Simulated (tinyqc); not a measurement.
From results back to parameters: Landau levels of bilayer graphene. Four cases, with inputs chosen for the exercise.

Problem. Two successive minima of rho_xx occur at the fields below; each unresolved level holds 4 n_B electrons, n_B = B/(h/e), so minima lie at n/n_B = 4 (j + phi) with integer j and phi = 0 or 1/2; 1/angstrom^2 = 1e16/cm^2.

Constants: h/e = 413566.7697 T angstrom^2.

Find: period in 1/B; n; j + phi at the higher field.

Method. The period is 4/(n h/e), and j + phi = 1/(B x period). An integer means phi = 0.

Case 1.

higher field = 0.86160 T
lower field = 0.64620 T

Solution.

period in 1/B = 0.3869 1/T
n = 2.50 x 1e11/cm^2
j + phi at the higher field = 3

Case 2.

higher field = 0.65481 T
lower field = 0.49111 T

Solution.

period in 1/B = 0.5091 1/T
n = 1.90 x 1e11/cm^2
j + phi at the higher field = 3

Case 3.

higher field = 1.57672 T
lower field = 1.26138 T

Solution.

period in 1/B = 0.1586 1/T
n = 6.10 x 1e11/cm^2
j + phi at the higher field = 4

Case 4.

higher field = 0.56865 T
lower field = 0.45492 T

Solution.

period in 1/B = 0.4396 1/T
n = 2.20 x 1e11/cm^2
j + phi at the higher field = 4

Computed by tinyqc, one run a case: `OMP_NUM_THREADS=1 python tinyqc.py N N+1 out.jsonl` with N = 1250413, 1250525, 1250595, 1250849; one thread of a shared Intel(R) Xeon(R) Processor @ 2.30GHz, about 0.03 s a run at most.
